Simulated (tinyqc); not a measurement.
Lateral field, substrate current, probability of reaching the oxide barrier and hot-carrier lifetime of a silicon transistor (pseudo-two-dimensional and lucky-electron models): one step, computed by the program tinyqc.

Local-field models: a lucky carrier gains its energy at the peak field over a path free of collisions. Voltages are magnitudes.

Question. Saturation point and current. C_ox = 3.9 eps_0/t; F_sat = 2 v_s/mu; V_Dsat = V_ov F_sat L/(V_ov + F_sat L), V_ov = V_G - V_T; I_D/W = C_ox v_s (V_ov - V_Dsat).

Inputs (values chosen for the exercise, modelled on a silicon n-channel): channel length L = 770 nm; oxide thickness t = 13 nm; junction depth x_j = 150 nm; mobility mu = 360 cm^2/(V s); saturation velocity v_s = 0.79 1e7 cm/s; threshold voltage V_T = 0.47 V; gate voltage V_G = 4.3 V; ionisation prefactor A_i = 1.7e+06 1/cm; ionisation field B_i = 1.69 MV/cm; hot-carrier mean free path lambda = 7.6 nm; oxide barrier phi_b = 3.1 eV; interface-trap threshold phi_it = 3.8 eV; lifetime constant H = 20 s microampere/micrometre; length of the depleted extension L_n = 87 nm.

Drain: lightly doped extension.

Constants: eps_0 = 8.8541878128e-12 F/m.

Give: F_sat; V_Dsat; drain current I_D/W.

Answer.

F_sat = 43.89 kV/cm

V_Dsat = 1.795 V

drain current I_D/W = 427.0 microampere/micrometre
